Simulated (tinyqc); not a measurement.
Lowest level against width: zigzag graphene nanoribbon in tight binding.

A zigzag ribbon of N chains, sites A1, B1, A2, ..., BN across it. For each k it is a chain with bonds -2t cos(k/2) (A_n to B_n) and -t (B_n to A_(n+1)), and +D, -D on A and B. A1 and BN are the edge sites; the Dirac points project to k = 2 pi/3.

Inputs chosen for the exercise (out of a larger set: near those used for graphene; not measured data): t = 2.86 eV (hopping); k = 2 (k times the period sqrt3 acc).

D = 0; lowest positive level at the given k, and the estimate t x^N (1 - x^2), x = 2 cos(k/2) (a dash if x >= 1).

Level (eV):
```
N   matrix  estimate
2    1.975         -
3    1.468         -
4    1.180         -
5   0.9963         -
6   0.8685         -
8   0.7030         -
10  0.6009         -
14  0.4823         -
```

With x = 1.0806 > 1 there is no edge state: the level tends to the bulk band edge t (x - 1) = 0.2305 eV from above.

Run: tinyqc, `OMP_NUM_THREADS=1 python tinyqc.py 1452318 1452319 out.jsonl`; Intel(R) Xeon(R) Processor @ 2.30GHz, one thread, shared host; about 0.01 s of CPU time with all checks.
